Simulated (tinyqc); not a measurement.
Inside a calculation. Model: q-state Potts model on a small periodic square lattice: enumeration, Metropolis, heat-bath and Wolff steps. Computed by tinyqc, a small Python program that keeps every step. Command: `OMP_NUM_THREADS=1 python tinyqc.py 3111951 3111952 out.jsonl potts walk`. One thread of a shared host (Intel(R) Xeon(R) Processor @ 2.30GHz), about 0.08 s of CPU time with the checks. Intermediate numbers are printed to about 6 digits and carried at full precision; extremes and crossings named in words are read from the listed rows.

E = -J x (number of nearest-neighbour bonds with equal states); n x n sites with periodic edges have 2 n^2 bonds. Order parameter m = (q f - 1)/(q - 1), f being the largest share of one state. Sites are numbered row by row from 0. Here q = 3 and n = 3.

Inputs (values chosen for the exercise, for a model of domains or grain orientations):

| quantity | value | unit |
|---|---|---|
| number of states q | 3 | - |
| edge n | 3 | - |
| coupling J | 43 | meV |
| temperature T | 545 | K |
| seed | 136503 | - |

Update: heat bath.

Constants: k_B = 8.617333262e-05 eV/K.

## Scales

K = J/(k_B T); the infinite square lattice orders at K_c = ln(1 + sqrt(q)); Wolff bond probability p = 1 - exp(-K).

K = 0.915586

K_c = 1.00505

T_c of the infinite lattice = 496.486 K

p = 0.599718

## Density of states

All q^(n^2) states are counted by their number b of equal bonds; weights g(b) exp(K b), K = J/(k_B T). Per site: u = -J <b>/n^2, c/k_B = K^2 (<b^2> - <b>^2)/n^2.

States by number of equal bonds:

| b | g(b) | probability |
|---|---|---|
| 0 | 12 | 1.31133e-07 |
| 2 | 540 | 3.68292e-05 |
| 3 | 936 | 1.59481e-04 |
| 4 | 3240 | 1.37915e-03 |
| 5 | 3996 | 4.24938e-03 |
| 6 | 3348 | 8.89447e-03 |
| 7 | 3240 | 2.15037e-02 |
| 8 | 2592 | 4.29771e-02 |
| 9 | 660 | 2.73388e-02 |
| 10 | 810 | 8.38214e-02 |
| 11 | 108 | 2.79208e-02 |
| 12 | 144 | 9.30037e-02 |
| 14 | 54 | 2.17670e-01 |
| 18 | 3 | 4.71045e-01 |

The most probable level has b = 18 of 18 bonds.

## Exact averages

ln Z = ln sum g(b) exp(K b); entropy per site s/k_B = (ln Z - K <b>)/n^2.

<b> = 14.6087

energy u = -69.7969 meV/site

heat capacity c = 1.25661 k_B/site

entropy s = 0.550721 k_B/site

## Order parameter

The same sums with m: <m> and the Binder ratio U = 1 - <m^4>/(3 <m^2>^2).

<m> = 0.805077

Binder ratio U = 0.595002

## Eight single-site steps

start states:
```
   1  2  3
1  2  2  1
2  0  0  0
3  1  1  1
```

random numbers, one row a step:
```
        1       2       3
1  0.8309  0.6359  0.7511
2  0.0658  0.2866  0.3169
3  0.4767  0.8489  0.0662
4  0.0222  0.2088  0.4822
5  0.1845  0.7364  0.4248
6  0.8344  0.5699  0.3658
7  0.6019  0.8211  0.1702
8  0.9578  0.8869  0.3548
```

Site = floor(r1 n^2). State c is drawn with probability exp(K k_c)/sum exp(K k), k_c the number of neighbours in state c: the first c whose cumulative probability reaches r2; r3 is not used.

Steps:

| site | old | neighbours in each state | P(old) | P(new) | new |
|---|---|---|---|---|---|
| 7 | 1 | 1 2 1 | 0.555381 | 0.555381 | 1 |
| 0 | 2 | 1 2 1 | 0.222309 | 0.555381 | 1 |
| 4 | 0 | 2 1 1 | 0.555381 | 0.222309 | 2 |
| 0 | 1 | 1 2 1 | 0.555381 | 0.222309 | 0 |
| 1 | 2 | 1 2 1 | 0.222309 | 0.555381 | 1 |
| 7 | 1 | 0 3 1 | 0.816752 | 0.816752 | 1 |
| 5 | 0 | 1 2 1 | 0.222309 | 0.222309 | 2 |
| 8 | 1 | 0 3 1 | 0.816752 | 0.130865 | 2 |

states afterwards:
```
   1  2  3
1  0  1  1
2  0  2  2
3  1  1  2
```

## A longer run and its error bar

After 400 updates are discarded, b is recorded for 4000 sweeps of n^2 steps of the update named (random numbers not printed, so these rows are one sample). Records are averaged in blocks; the error is the scatter of block means over sqrt(number of blocks), and the last column its square over that for single records.

Blocking:

| block length | mean b | error | variance ratio |
|---|---|---|---|
| 1 | 14.56625 | 0.058245 | 1.00000 |
| 4 | 14.56625 | 0.093353 | 2.56883 |
| 16 | 14.56625 | 0.124203 | 4.54719 |
| 40 | 14.56625 | 0.135598 | 5.41987 |
| 100 | 14.56625 | 0.112316 | 3.71845 |

The run gives 14.566 +/- 0.136 (blocks of 40) against the exact 14.609, a difference of 0.3 error bars. Single records understate the error by a factor of about 2.3, because successive records are correlated.

## Across the transition

m and U = 1 - <m^4>/(3 <m^2>^2) from the same sums; K = K_c T_c/T.

Exact values for this lattice:

| T/T_c | share of equal bonds | c (k_B/site) | <m> | U |
|---|---|---|---|---|
| 0.50 | 0.998601 | 0.04719 | 0.998909 | 0.666444 |
| 0.70 | 0.982993 | 0.32242 | 0.985444 | 0.663094 |
| 0.85 | 0.943806 | 0.75234 | 0.947663 | 0.651693 |
| 0.95 | 0.898668 | 1.05149 | 0.900833 | 0.635291 |
| 1.00 | 0.871061 | 1.16200 | 0.871111 | 0.623767 |
| 1.10 | 0.810163 | 1.25683 | 0.803462 | 0.594241 |
| 1.25 | 0.719837 | 1.12255 | 0.699092 | 0.538551 |
| 1.50 | 0.606977 | 0.69923 | 0.563549 | 0.444315 |
| 2.00 | 0.497909 | 0.26539 | 0.429633 | 0.331377 |
| 3.00 | 0.425694 | 0.07972 | 0.343875 | 0.269760 |

c is largest, 1.26 k_B, at T/T_c = 1.1: on so small a lattice the transition is a broad bump. At T_c the infinite lattice has a share (1 + 1/sqrt(q))/2 = 0.789 of equal bonds, against 0.871 here. <m> stays at 0.34 at 3 T_c, since the largest share among 9 sites always exceeds 1/q on average.

Checks made by the program: number of states (relative difference below 1e-10).
